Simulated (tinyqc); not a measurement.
# MOSFET with velocity saturation and source resistance: what changes with what

Strong inversion, charge Q = Cox (Vg - m V) at channel potential V with Vg the gate overdrive, and drift velocity v = mu E/(1 + mu E/vsat). Integrating along the channel gives I = mu Cox (1/L)(Vg Vd - m Vd^2/2)/(1 + Vd/Vc) per width, Vc = vsat L/mu, which peaks at Vdsat. Units: I in uA/um, Rs in ohm um, so the drop over Rs is 1e-6 I Rs volts.

Values chosen for this exercise:
```
symbol,value,unit,meaning
Cox,1.78,uF/cm^2,gate capacitance
mu0,490,cm^2/(V s),mobility at low gate voltage
th,0,1/V,mobility degradation
vsat,8.8e6,cm/s,saturation velocity
m,1.45,,body factor
VT,0.57,V,threshold
L,0.05,um,channel length
Rs,200,ohm um,source resistance
Vgs,1.8,V,gate voltage
```

Each table varies one quantity; the others keep the values above.

## Effect of the mobility degradation

Vg = Vgs - I Rs - VT (0 if negative), mu = mu0/(1 + th Vg), Vc = vsat L/mu, x = sqrt(1 + 2 Vg/(m Vc)), Vdsat = 2 Vg/(m (1 + x)), Isat = Cox vsat Vg (x - 1)/(x + 1) per width. I = Isat is solved self-consistently; gm = dI/dVgs; Vdsat is the intrinsic value. The velocity at the source is I/(Cox Vg).

Results:

| th (1/V) | Vc (V) | Vdsat (V) | Isat (uA/um) | gm (uS/um) | velocity at the source/vsat |
|---|---|---|---|---|---|
| 0 | 0.089796 | 0.27901 | 984.53 | 957.97 | 0.60839 |
| 0.2 | 0.10848 | 0.30076 | 946.91 | 908.09 | 0.58092 |
| 0.4 | 0.12741 | 0.32013 | 913.42 | 865.82 | 0.55679 |
| 0.6 | 0.14655 | 0.33760 | 883.20 | 829.14 | 0.53528 |
| 0.8 | 0.16586 | 0.35351 | 855.68 | 796.78 | 0.51590 |
| 1.2 | 0.20494 | 0.38163 | 807.05 | 741.68 | 0.48215 |

Estimate the missing row, th = 1 1/V.

Computed row:

| th (1/V) | Vc (V) | Vdsat (V) | Isat (uA/um) | gm (uS/um) | velocity at the source/vsat |
|---|---|---|---|---|---|
| 1 | 0.18533 | 0.36813 | 830.40 | 767.84 | 0.49828 |

With this row back in the table: As th goes from 0 to 1.2 1/V, Isat falls from 985 to 807 uA/um, Vdsat rises from 0.279 to 0.382 V and gm falls from 958 to 742 uS/um; the velocity at the source goes from 0.61 to 0.48 of vsat. In every row the channel is so short that velocity overshoot and near-ballistic transport, left out here, matter.

## Effect of the source resistance

Same model as above.

The same in every row: Vc (V) = 0.089796.

Results:

| Rs (ohm um) | Vdsat (V) | Isat (uA/um) | gm (uS/um) | velocity at the source/vsat |
|---|---|---|---|---|
| 0 | 0.31071 | 1221.0 | 1215.2 | 0.63371 |
| 50 | 0.30171 | 1151.2 | 1138.4 | 0.62686 |
| 100 | 0.29350 | 1089.4 | 1071.0 | 0.62038 |
| 200 | 0.27901 | 984.53 | 957.97 | 0.60839 |
| 300 | 0.26659 | 898.81 | 866.97 | 0.59749 |
| 800 | 0.22321 | 630.10 | 589.89 | 0.55414 |

Estimate the missing row, Rs = 500 ohm um.

Computed row:

| Rs (ohm um) | Vdsat (V) | Isat (uA/um) | gm (uS/um) | velocity at the source/vsat |
|---|---|---|---|---|
| 500 | 0.24624 | 766.82 | 729.28 | 0.57825 |

With this row back in the table: As Rs goes from 0 to 800 ohm um, Isat falls from 1220 to 630 uA/um, Vdsat falls from 0.311 to 0.223 V and gm falls from 1220 to 590 uS/um; the velocity at the source goes from 0.63 to 0.55 of vsat. In every row the channel is so short that velocity overshoot and near-ballistic transport, left out here, matter.

## Effect of the gate voltage

Same model as above.

The same in every row: Vc (V) = 0.089796.

Effect of the gate voltage:

| Vgs (V) | Vdsat (V) | Isat (uA/um) | gm (uS/um) | velocity at the source/vsat |
|---|---|---|---|---|
| 0.72 | 0.068817 | 59.893 | 598.29 | 0.27703 |
| 0.98 | 0.13981 | 247.22 | 801.01 | 0.43773 |
| 1.25 | 0.19393 | 475.66 | 881.83 | 0.51920 |
| 1.51 | 0.23712 | 711.08 | 925.78 | 0.56903 |
| 1.78 | 0.27629 | 965.39 | 956.12 | 0.60605 |
| 2.04 | 0.31019 | 1216.9 | 977.31 | 0.63332 |
| 2.31 | 0.34245 | 1483.1 | 994.23 | 0.65598 |
| 2.57 | 0.37128 | 1743.4 | 1007.2 | 0.67399 |

As Vgs goes from 0.72 to 2.57 V, Isat rises from 59.9 to 1740 uA/um, Vdsat rises from 0.0688 to 0.371 V and gm rises from 598 to 1010 uS/um; the velocity at the source goes from 0.28 to 0.67 of vsat. Against the overdrive Vgs - VT the current goes with exponent 1.41 at the start and 1.16 at the end (2 for the square law). With vsat made a thousand times larger the last exponent would be 1.32, which is what th and Rs alone leave. In every row the channel is so short that velocity overshoot and near-ballistic transport, left out here, matter.

Program tinyqc, `OMP_NUM_THREADS=1 python tinyqc.py 2500044 2500045 out.jsonl`; Intel Xeon 2.30GHz, shared host, one thread, about 0.01 s.
